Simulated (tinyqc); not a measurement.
Off-state leakage of single and stacked transistors: one step of the calculation.

n-channel devices of unit width. Subthreshold current I(Vg, Vs, Vd) = I0 (T/300 K)^0.5 exp[(Vg - Vs - VT(T) - gb (Vs - Vb) + dd (Vd - Vs))/(nf Vt)] (1 - exp(-(Vd - Vs)/Vt)), VT(T) = VT - cT (T - 300 K). Gate-edge tunnelling Ig (Vd/1 V) exp(ag (Vd - 1 V)), for a gate at 0 V, and band-to-band leakage Ab u exp(-Bb/u), u = Vd - Vb + 1 V, flow at a drain held at V; both are taken as independent of T. In a stack of off transistors (all gates at 0 V) the same subthreshold current passes through each.

Task. Leakage of one transistor. Vg = Vs = 0, Vd = V; effective threshold VT(T) - gb Vb - dd V.

Values chosen for this exercise; values of the order met in bulk silicon logic transistors: temperature T = 300 K; supply voltage V = 0.9 V; threshold at 300 K, zero drain and body bias VT = 0.47 V; fall of the threshold with temperature cT = 0.9 mV/K; current at threshold at 300 K I0 = 0.45 uA/um; slope factor nf = 1.35; drain-induced lowering per volt dd = 0.05; rise of the threshold per volt of source-body bias gb = 0.1; gate-edge tunnelling current at 1 V Ig = 0.0001 uA/um; exponential slope of the gate current ag = 5.5 1/V; prefactor of band-to-band leakage at the drain Ab = 5 uA/(um V); its exponential voltage Bb = 24 V; body voltage Vb = -0.3 V.

Constants: q = 1.602176634e-19 C, kB = 1.380649e-23 J/K, Vt = kB T/q. Results are converted to the units shown.

Give: effective threshold; parts; total; shares.

Result.

effective threshold = 0.4550 V
parts (nA/um): subthreshold 9.800e-4, gate edge 0.05193, band-to-band 0.2012
total = 0.2541 nA/um
shares (%): subthreshold 0.3857, gate edge 20.43, band-to-band 79.18

The band-to-band part is the largest.

tinyqc, about 0.03 s, one thread, Intel Xeon 2.30GHz (shared host): `OMP_NUM_THREADS=1 python tinyqc.py 2242006 2242007 out.jsonl`
